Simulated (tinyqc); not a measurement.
Changing the particle radius h: wafer bonding and layer transfer: bond energy, gap closing, particles, bonding of dissimilar wafers and hydrogen blisters. Computed by tinyqc, a small Python program. Command: `OMP_NUM_THREADS=1 python tinyqc.py 3012811 3012812 out.jsonl bond sweep`. One thread of a shared host (Intel(R) Xeon(R) Processor @ 2.30GHz), about 0.01 s of CPU time with the checks.

gamma is the energy per area of each of the two surfaces; plates are isotropic, and both wafers have E1 and t1.

Inputs (values chosen for the exercise, with wafer 1 close to silicon):
```
quantity,value,unit
Young's modulus E1,140,GPa
Poisson ratio nu,0.3,-
thickness t1,525,micrometre
blade thickness t_b,100,micrometre
crack length L,13,mm
```

Pair: two equal wafers.

Method. Two cantilevers opened by t_b: gamma = 3 t_b^2 E1 t1^3 E2 t2^3/(16 L^4 (E1 t1^3 + E2 t2^3)). E' = E1/(1 - nu^2), equal wafers assumed. Void radius in the plate regime: R_v = [(2/3) E' t1^3/gamma]^(1/4) h^(1/2). Below h_crit = 5 sqrt(t1 gamma/E') the wafers deform locally and R_v is of the order of h (taken as h).

One run for each value:
```
particle radius h (micrometre),void radius (micrometre),critical particle radius (micrometre)
0.01,1.000e-02,0.2382
0.024,2.400e-02,0.2382
0.056,5.600e-02,0.2382
0.13,1.300e-01,0.2382
0.32,1.230e+03,0.2382
0.75,1.882e+03,0.2382
1.8,2.916e+03,0.2382
4.2,4.454e+03,0.2382
10,6.873e+03,0.2382
```

At the high end the exponent of void radius is 0.50, close to 0.50: plate bending. The void radius jumps by orders of magnitude at the critical particle size, where bending of the whole wafer takes over.
